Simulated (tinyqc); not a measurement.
## Surface potential of a MOS transistor: implicit equation and explicit approximations: accuracy of the approximations against gate voltage

p-type body, charge-sheet picture, depletion and inversion only, full ionisation (an idealisation for deep acceptors), Boltzmann statistics (rough once Na exp(x - xn) passes about Nc/7). In units of Vt: xg = (Vg - Vfb)/Vt, x = psi/Vt, G = gamma/sqrt(Vt), xn = (2 phiF + Vc)/Vt. The implicit equation is (xg - x)^2 = G^2 [x - 1 + exp(x - xn)] for x above about 3. Cox = eps0 eox/tox.

ni = sqrt(Nc Nv) exp(-Eg/(2 Vt)), Eg in volts; phiF = Vt ln(Na/ni); gamma = sqrt(2 q eps0 eps_r Na)/Cox; VT = Vfb + Vt (xn + G sqrt(xn - 1)). Depletion value a = 1 + [sqrt(G^2/4 + xg - 1) - G/2]^2; inversion value b = xn + ln[(xg - xn)^2/G^2 - xn + 1] and first guess y = min(a, b) - ln(1 + exp(-|a - b|)) if a > xn + 1, else b = y = a; one second-order correction with D = exp(y - xn), p = 2 (xg - y) + G^2 (1 + D), w = (xg - y)^2 - G^2 (y - 1 + D): z = y + 2 w/(p + sqrt(p^2 - 2 (2 - G^2 D) w)), or the Newton step z = y + w/p where the root is not real. N_inv = (Cox Vt G/q) [sqrt(x - 1 + exp(x - xn)) - sqrt(x - 1)] at the root. Lambert form (Cox m Vt/q) W0[(G/(2 m sqrt(xn - 1))) exp((Vg - VT)/(m Vt))], m = 1 + G/(2 sqrt(xn - 1)). Errors under 1e-4 mV, and the linear form below VT, are printed as 0.

Values chosen for this exercise; band and dielectric values close to those of silicon:
- T = 250 K (temperature)
- Eg = 1.1 eV (band gap)
- eps_r = 11.6 (relative permittivity)
- Nc = 2.1e19 cm^-3 (conduction-band density of states at T)
- Nv = 2.02e19 cm^-3 (valence-band density of states at T)
- eox = 3.9 (relative permittivity of the gate insulator (close to silicon dioxide))
- tox = 2.4 nm (insulator thickness)
- Na = 3.3e16 cm^-3 (acceptor density)
- Vfb = -0.82 V (flat-band voltage)
- Vc = 0 V (channel-body voltage)

Constants: q = 1.602176634e-19 C, kB = 1.380649e-23 J/K, Vt = kB T/q, eps0 = 8.8541878128e-14 F/cm where lengths are in cm. Results are converted to the units shown.

Accuracy of the approximations against gate voltage:
```
Vg (V),psi (V),x - xn,error of y (mV),error of z (mV),N_inv (cm^-2),Cox (Vg - VT)/q (cm^-2),Lambert form (cm^-2)
-0.33,0.44298,-17.625,0,0,239.17,0,155.54
-0.13,0.63335,-8.7885,1.45e-4,0,1.3658e6,0,1.1664e6
0.07,0.82418,0.069728,0.891,0,8.3260e9,2.2362e10,8.3906e9
0.27,0.93377,5.1568,25.1,9.21,7.8171e11,1.8184e12,8.7014e11
0.47,0.96851,6.7691,16.8,4.79,2.2541e12,3.6145e12,2.4572e12
0.67,0.98830,7.6880,12.5,-1.41,3.8658e12,5.4106e12,4.1479e12
0.87,1.0021,8.3287,10.1,-0.593,5.5334e12,7.2066e12,5.8739e12
1.07,1.0127,8.8194,8.51,-0.319,7.2311e12,9.0027e12,7.6177e12
1.27,1.0212,9.2163,7.38,-0.195,8.9475e12,1.0799e13,9.3720e12
```

psi rises from 0.443 to 1.02 V and ends 9.2 Vt above 2 phiF + Vc. Among the rows the first guess is off by at most 25 mV (at Vg = 0.27 V) and the corrected value by at most 9.2 mV. In the last row the linear form is 21 % above N_inv and the Lambert form 4.7 % above it; in the first row the Lambert form is 35 % below it. For Vg = 0.27, 0.47, 0.67, 0.87, 1.07, 1.27 the electron quasi-Fermi level lies less than 2 Vt below the band edge at the surface, or above it, where degeneracy and confinement, left out, matter.

tinyqc, about 0.01 s, one thread, Intel Xeon 2.30GHz (shared host): `OMP_NUM_THREADS=1 python tinyqc.py 2122206 2122207 out.jsonl`
